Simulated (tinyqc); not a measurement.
Delta-doped layer in the Thomas-Fermi potential: one step. The Thomas-Fermi well. Five cases, with inputs chosen for the exercise.

Question. Give K, b, e F0, z0 and the depth b/z0^4.

All donors ionised in the plane z = 0, zero temperature, energies from the Fermi level EF of the Thomas-Fermi model, which lies at the bulk band edge; c = hbar^2/2m0, q = e^2/(4 pi eps0). Layer in a (001) plane: two valleys with m_z = ml, m_d = mt (unprimed) and four with m_z = mt, m_d = sqrt(ml mt) (primed); m3 = (ml mt^2)^(1/3), gv = 6. With n = (gv/3 pi^2)(m3 (-V)/c)^(3/2) and V'' = -(4 pi q/eps) n for z > 0, the solution is V = -b/(|z| + z0)^4 with sqrt(b) = 20/K, K = (4 pi q/eps)(gv/3 pi^2)(m3/c)^(3/2), and z0^5 = 4b/(e F0), e F0 = 2 pi q N/eps; 1e13/cm^2 = 1e-3/angstrom^2. Exchange and correlation are left out.

Constants: hbar^2/2m0 = 3.80998211 eV angstrom^2; e^2/(4 pi eps0) = 14.39964547 eV angstrom.

Give: K; b; e F0; z0; depth.

Case 1.

Values chosen (near those of a delta-doped layer in Si; shifted at random, so the results belong to these values and not to a real crystal): ml = 0.909 m0 (longitudinal mass); mt = 0.191 m0 (transverse mass); eps = 11.6 (dielectric constant); N = 5.9 x 1e13/cm^2 (donor sheet density).

Answer.

K = 0.077404 eV^(-1/2) angstrom^-2
b = 66762 eV angstrom^4
e F0 = 0.046018 eV/angstrom
z0 = 22.53 angstrom
depth = 0.2592 eV

Half of the electrons lie within |z| < (2^(1/5) - 1) z0 = 3.3 angstrom. The mean donor spacing in the plane is 13.0 angstrom, against a Bohr radius 0.529177 eps/m3 = 19.1 angstrom: the spacing is not small against it, so the smeared sheet is a crude model.

Case 2.

Values chosen (near those of a delta-doped layer in Si; shifted at random, so the results belong to these values and not to a real crystal): ml = 0.896 m0 (longitudinal mass); mt = 0.194 m0 (transverse mass); eps = 11.8 (dielectric constant); N = 4.7 x 1e13/cm^2 (donor sheet density).

Answer.

K = 0.076733 eV^(-1/2) angstrom^-2
b = 67936 eV angstrom^4
e F0 = 0.036037 eV/angstrom
z0 = 23.74 angstrom
depth = 0.2139 eV

Half of the electrons lie within |z| < (2^(1/5) - 1) z0 = 3.5 angstrom. The mean donor spacing in the plane is 14.6 angstrom, against a Bohr radius 0.529177 eps/m3 = 19.3 angstrom: the spacing is not small against it, so the smeared sheet is a crude model.

Case 3.

Values chosen (near those of a delta-doped layer in Si; shifted at random, so the results belong to these values and not to a real crystal): ml = 0.901 m0 (longitudinal mass); mt = 0.193 m0 (transverse mass); eps = 12 (dielectric constant); N = 2.9 x 1e13/cm^2 (donor sheet density).

Answer.

K = 0.075274 eV^(-1/2) angstrom^-2
b = 70594 eV angstrom^4
e F0 = 0.021865 eV/angstrom
z0 = 26.44 angstrom
depth = 0.1445 eV

Half of the electrons lie within |z| < (2^(1/5) - 1) z0 = 3.9 angstrom. The mean donor spacing in the plane is 18.6 angstrom, against a Bohr radius 0.529177 eps/m3 = 19.7 angstrom: the spacing is not small against it, so the smeared sheet is a crude model.

Case 4.

Values chosen (near those of a delta-doped layer in Si; shifted at random, so the results belong to these values and not to a real crystal): ml = 0.925 m0 (longitudinal mass); mt = 0.194 m0 (transverse mass); eps = 11.5 (dielectric constant); N = 1.5 x 1e13/cm^2 (donor sheet density).

Answer.

K = 0.079999 eV^(-1/2) angstrom^-2
b = 62502 eV angstrom^4
e F0 = 0.011801 eV/angstrom
z0 = 29.19 angstrom
depth = 0.0861 eV

Half of the electrons lie within |z| < (2^(1/5) - 1) z0 = 4.3 angstrom. The mean donor spacing in the plane is 25.8 angstrom, against a Bohr radius 0.529177 eps/m3 = 18.6 angstrom: the spacing is not small against it, so the smeared sheet is a crude model.

Case 5.

Values chosen (near those of a delta-doped layer in Si; shifted at random, so the results belong to these values and not to a real crystal): ml = 0.922 m0 (longitudinal mass); mt = 0.19 m0 (transverse mass); eps = 11.5 (dielectric constant); N = 1.3 x 1e13/cm^2 (donor sheet density).

Answer.

K = 0.078222 eV^(-1/2) angstrom^-2
b = 65374 eV angstrom^4
e F0 = 0.010228 eV/angstrom
z0 = 30.31 angstrom
depth = 0.0775 eV

Half of the electrons lie within |z| < (2^(1/5) - 1) z0 = 4.5 angstrom. The mean donor spacing in the plane is 27.7 angstrom, against a Bohr radius 0.529177 eps/m3 = 18.9 angstrom: the spacing is not small against it, so the smeared sheet is a crude model.

Computed by tinyqc, one run a case: `OMP_NUM_THREADS=1 python tinyqc.py N N+1 out.jsonl` with N = 1281368, 1281711, 1281797, 1281863, 1282315; one thread of a shared Intel(R) Xeon(R) Processor @ 2.30GHz, about 0.3 s a run at most.
